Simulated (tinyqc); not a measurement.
From results back to parameters: band folding and unfolding in a supercell of a chain. Four cases, with inputs chosen for the exercise.

Problem. A chain with hopping -t and site energies alternating +V, -V has E = -/+ sqrt(V^2 + 4 t^2 cos^2(ka)); the lower state has weight (1 + 2t cos(ka)/|E|)/2 on k and the rest on k + pi/a. The gap at ka = pi/2 and the full spread at k = 0 come from hidden t and V.

Find: V, t; weight of the lowest state on k = 0.

Method. The gap is 2V and the spread 2 sqrt(V^2 + 4t^2).

Case 1.

values (eV): gap 0.64000, spread at k = 0 7.42762

Solution.

V, t (eV): 0.320  1.850

weight of the lowest state on k = 0 = 0.9981

Case 2.

values (eV): gap 0.82000, spread at k = 0 3.53638

Solution.

V, t (eV): 0.410  0.860

weight of the lowest state on k = 0 = 0.9864

Case 3.

values (eV): gap 2.24000, spread at k = 0 5.80923

Solution.

V, t (eV): 1.120  1.340

weight of the lowest state on k = 0 = 0.9613

Case 4.

values (eV): gap 1.36000, spread at k = 0 4.22488

Solution.

V, t (eV): 0.680  1.000

weight of the lowest state on k = 0 = 0.9734

Computed by tinyqc, one run a case: `OMP_NUM_THREADS=1 python tinyqc.py N N+1 out.jsonl` with N = 1450847, 1450851, 1451155, 1451167; one thread of a shared Intel(R) Xeon(R) Processor @ 2.30GHz, about 0.01 s a run at most.
